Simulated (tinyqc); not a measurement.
Length of a molecular wire: coherent transport through a tight-binding bridge. Computed by the program tinyqc. T = Gamma_L Gamma_R |G_1n|^2 with the self-energies of semi-infinite chains.

A uniform bridge between two chains:
```
parameter                        value
site energy (eV)              1.370000
hopping in the bridge (eV)    0.590000
lead hopping (eV)             2.950000
couplings (eV)              0.47, 0.45
E (eV)                       -0.080000
```

Transmission against length:
```
sites           T     ln T
2      2.3133e-03   -6.069
3      5.9632e-04   -7.425
5      4.1467e-05  -10.091
6      1.0979e-05  -11.420
7      2.9080e-06  -12.748
8      7.7029e-07  -14.076
9      2.0405e-07  -15.405
10     5.4051e-08  -16.733
```

Estimate the missing row, sites = 4.

Computed row:
```
sites           T    ln T
4      1.5684e-04  -8.760
```

E lies outside the band of the bridge (|E - e|/2h = 1.229 > 1), so T decays as exp(-beta n) with beta = 2 arccosh(1.229) = 1.3284 a site; the last two rows give 1.3284.
